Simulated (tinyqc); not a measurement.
Superjunction drift layer against a plain one, charge balance: effect of the charge imbalance (Nn - Np)/N.

Alternating n and p pillars of equal width wp, doping N and length Lp. When depleted, the lateral field peaks at Ex = q N wp/(2 eps0 eps_r) at the pillar junctions and a uniform vertical field Ey is added; breakdown is taken where Ex^2 + Ey^2 = Ef^2. Only the n pillars conduct, narrowed by the zero-bias depletion. A first-order model: the field peaks at the pillar ends are left out.

Ec(N) = E16 (N/1e16 cm^-3)^(1/8), mu(N) = mi + (mx - mi)/(1 + (N/Nr)^0.9). Plain drift layer for BV: N solves BV = eps0 eps_r Ec(N)^2/(2 q N), W = 2 BV/Ec, Rsp = W/(q mu N). Ex = a Ef gives N = 2 eps0 eps_r a Ef/(q wp); Ey = Ef sqrt(1 - a^2); Lp = BV/Ey; xd = sqrt(eps0 eps_r Vb/(q N)) on each side; Rsp = 2 Lp/(q mu(N) N (1 - 2 xd/wp)). An imbalance dl leaves the mean net doping |dl| N/2, which tilts the vertical field by s = q |dl| N/(2 eps0 eps_r): BV(dl) = Ey Lp - s Lp^2/2, or Ey^2/(2 s) if the field reaches zero inside the pillar.

Parameters, values chosen for the exercise; values close to those of silicon: relative permittivity of the semiconductor eps_r = 12.1; critical field at a doping of 1e16 cm^-3 E16 = 0.387 MV/cm; mobility at low doping mx = 1350 cm^2/(V s); mobility at high doping mi = 91.9 cm^2/(V s); reference doping of the mobility Nr = 1.3e17 cm^-3; wanted breakdown voltage BV = 620 V; width of each pillar wp = 2 um; critical field inside the pillars Ef = 0.29 MV/cm; lateral peak field as a share of Ef a = 0.78; built-in voltage of the pillar junctions Vb = 0.8 V.

Constants: q = 1.602176634e-19 C, eps0 = 8.8541878128e-14 F/cm where lengths are in cm. Results are converted to the units shown.

The same in every row: N (cm^-3) = 1.513e16; Lp (um) = 34.16; Rsp, pillars (mohm cm^2) = 2.915; Rsp, plain (mohm cm^2) = 64.83.

Effect of the charge imbalance (Nn - Np)/N:

| dl (%) | BV(dl) (V) |
|---|---|
| 0 | 620.0 |
| 1 | 554.0 |
| 2 | 488.0 |
| 4 | 356.0 |
| 6 | 242.7 |
| 9 | 161.8 |
| 13 | 112.0 |
| 20 | 72.80 |

As dl goes from 0 to 20 %, Rsp of the pillars stays at 2.91 mohm cm^2 and BV with the imbalance falls from 620 to 72.8 V. The loss is linear in |dl| while the field reaches through the pillar; it passes 10 % at |dl| = 0.939 %.

tinyqc, about 0.01 s, one thread, Intel Xeon 2.30GHz (shared host): `OMP_NUM_THREADS=1 python tinyqc.py 2590139 2590140 out.jsonl`
